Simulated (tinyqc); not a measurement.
Solubility, supersaturation, precipitation and gettering of an impurity in a silicon-like host: one step, computed by the program tinyqc.

The wafer was saturated at T1 and is then held at T.

Question. Growing precipitates. Growing sinks: with y = r/r_f and y0 = r0/r_f, dy/dt = (1 - y^3)/(3 tau_f y), which integrates to t/tau_f = F(y) - F(y0), F(y) = (1/2) ln[(1 + y + y^2)/(1 - y)^2] - sqrt(3) arctan[(2y + 1)/sqrt(3)]; the share of the excess left is (1 - y^3)/(1 - y0^3), and C(t) = C_eq + (C0 - C_eq) x share.

Inputs (values chosen for the exercise, for a model impurity):

| quantity | value | unit |
|---|---|---|
| temperature of saturation T1 | 1425 | K |
| anneal temperature T | 1254 | K |
| initial sink radius r0 | 4.6 | nm |
| anneal time t | 380000 | s |

final radius r_f = 213.7383 nm

tau_f = 74767.02 s

C_eq(T) = 3.351678e+17 1/cm^3

C0 = 1.500839e+18 1/cm^3

Give: radius at t; share of the excess left; C(t) with growing sinks.

Answer.

radius at t = 212.8 nm

share of the excess left = 0.01295

C(t) with growing sinks = 3.503e+17 1/cm^3

98.7 % of the excess has precipitated.
